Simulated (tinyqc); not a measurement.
# Collinear exchange A + BC -> AB + C on a London-Eyring-Polanyi-Sato surface: saddle, string of images and rate, step by step

A worked calculation. Computed by tinyqc, a small Python program that keeps every step. Command: `OMP_NUM_THREADS=1 python tinyqc.py 3110760 3110761 out.jsonl leps walk`. One thread of a shared host (Intel(R) Xeon(R) Processor @ 2.30GHz), about 0.06 s of CPU time with the checks. Intermediate numbers are printed to about 5 digits and carried at full precision; extremes and crossings named in words are read from the listed rows.

x = r(AB), y = r(BC), r(AC) = x + y. V is counted from separated atoms, the barrier from A + BC, that is V + D(BC).

Inputs (values chosen for the exercise, for a model exchange):
```
quantity            value           unit
D(AB)                4.84             eV
r0(AB)               1.12       angstrom
beta(AB)             1.86     1/angstrom
D(BC)                4.07             eV
r0(BC)               1.56       angstrom
beta(BC)             1.62     1/angstrom
D(AC)                 3.9             eV
r0(AC)               1.68       angstrom
beta(AC)             1.71     1/angstrom
Sato parameter S     0.12              -
mass of A           2.014              u
mass of B           1.008              u
mass of C           1.008              u
temperature T         300              K
step of the string  0.015  angstrom^2/eV
```

Constants: nu for 1 eV/(angstrom^2 u) = 15.6333042 THz; h x 1 THz = 4.135667696 meV; k_B = 1.380649e-23 J/K; u = 1.6605390666e-27 kg; k_B = 8.617333262e-05 eV/K.

## One point of the surface

For each pair, with u = exp(-beta (r - r0)): Q = D [(3 + S) u^2 - (2 + 6 S) u]/(4 (1 + S)), J = D [(1 + 3 S) u^2 - (6 + 2 S) u]/(4 (1 + S)); V = Q1 + Q2 + Q3 - sqrt(((J1 - J2)^2 + (J2 - J3)^2 + (J3 - J1)^2)/2). Take x = r0(AB) + 0.3 and y = r0(BC) + 0.1 angstrom.

Pair terms:
```
pair        u    Q (eV)   J (eV)
AB    0.57235  -0.57770  -3.3772
BC    0.85044  -0.05147  -3.9275
AC    0.09126  -0.19348  -0.4859
```

V = -4.0247 eV

## Relaxing the string

String of 9 images between the fixed ends (r0(AB) + 2, r0(BC)) and (r0(AB), r0(BC) + 2), started on the two straight legs through (r0(AB) + 0.3, r0(BC) + 0.3): each iteration moves the inner images by -step x gradient (central differences) and spaces them evenly again along the broken line (coordinates are kept between 0.2 and 8 angstrom); stop when no coordinate changes by more than 1e-5 angstrom, at most 400 iterations.

Course:
```
iteration  highest inner image above A + BC (eV)  largest move (angstrom)
1                                        0.30911               4.7263e-02
2                                        0.25639               4.1040e-02
3                                        0.21574               3.3085e-02
4                                        0.18555               2.4945e-02
5                                        0.16381               1.7785e-02
6                                        0.14863               1.4403e-02
7                                        0.13832               1.1909e-02
...                                          ...                      ...
35                                       0.12019               3.4106e-05
36                                       0.12019               2.7718e-05
37                                       0.12019               2.2521e-05
38                                       0.12019               1.8295e-05
39                                       0.12019               1.4859e-05
40                                       0.12019               1.2067e-05
41                                       0.12019               9.7976e-06
```

Images at the end:
```
image  x (angstrom)  y (angstrom)  V + D(BC) (eV)
0            3.1200        1.5600         0.01268
1            2.6631        1.5612         0.02939
2            2.2063        1.5661         0.06617
3            1.7505        1.5960         0.12019
4            1.3321        1.7794        -0.09449
5            1.1447        2.1904        -0.53734
6            1.1240        2.6463        -0.67938
7            1.1210        3.1031        -0.73159
8            1.1200        3.5600        -0.75281
```

last move = 9.7976e-06 angstrom

Converged in 41 iterations.

## Saddle by Newton steps

From the highest inner image, z -> z - H^-1 g with gradient g and Hessian H by central differences, steps capped at 0.15 angstrom, 12 steps.

The first seven points:
```
step       x       y  V + D(BC) (eV)  |g| (eV/angstrom)
0     1.7505  1.5960         0.12019         6.4615e-02
1     1.6745  1.6060         0.12209         3.9805e-02
2     1.6898  1.6051         0.12222         1.5254e-03
3     1.6903  1.6051         0.12222         1.6079e-06
4     1.6903  1.6051         0.12222                  0
5     1.6903  1.6051         0.12222                  0
6     1.6903  1.6051         0.12222                  0
```

saddle (x, y) (angstrom): 1.6903  1.6051

barrier = 0.12222 eV

Hessian (eV/angstrom^2):
```
        x       y
x  -0.662   3.212
y   3.212  15.703
```

The highest image lies 2.0 meV below the saddle. Stretches at the saddle: AB 0.570, BC 0.045 angstrom, for a reaction energy D(BC) - D(AB) = -0.77 eV: an early barrier for an exothermic step.

## Frequencies at the saddle

Wilson matrix G = [[1/m_A + 1/m_B, -1/m_B], [-1/m_B, 1/m_B + 1/m_C]]; eigenvalues lambda of G H give nu = 15.6333042 THz x sqrt(|lambda|), the negative one being imaginary. Reactant: nu_BC from k = 2 D beta^2 and 1/m_B + 1/m_C. Skew angle: cos = sqrt(m_A m_C/((m_A + m_B)(m_B + m_C))).

imaginary frequency = 19.811 THz

real frequency at the saddle = 78.794 THz

nu_BC = 101.78 THz

skew angle = 54.742 degrees

## Transition-state rate

One-dimensional rate constant without tunnelling, k = sqrt(k_B T/(2 pi mu)) [sinh(h nu_BC/(2 k_B T))/sinh(h nu_s/(2 k_B T))] exp(-barrier/(k_B T)) with mu = m_A (m_B + m_C)/(m_A + m_B + m_C); Wigner factor 1 + (h nu_i/(k_B T))^2/24; adiabatic barrier = barrier + h (nu_s - nu_BC)/2.

adiabatic barrier = 0.074686 eV

rate constant k = 3492.2 cm/s

Wigner factor = 1.4185

## Rate against temperature

The formulas are those given above.

Rates; the last column is k_B T^2 d ln k/dT:
```
T (K)    k (cm/s)  Wigner factor  activation energy (eV)
300    3.4922e+03         1.4185                 0.08761
400    8.3035e+03         1.2354                 0.09194
550    1.7596e+04         1.1245                 0.09866
750    3.1408e+04         1.0670                 0.10849
1000   4.8923e+04         1.0377                 0.12216
1400   7.5879e+04         1.0192                 0.14520
2000   1.1300e+05         1.0094                 0.17871
```

The activation energy goes from 0.088 eV at 300 K, near the adiabatic barrier plus k_B T/2 (0.088), to 0.179 eV at 2000 K; the classical limit is the barrier plus k_B T/2 (0.208).

Checks made by the program: V for A far away against -D(BC) (relative difference below 1e-10).
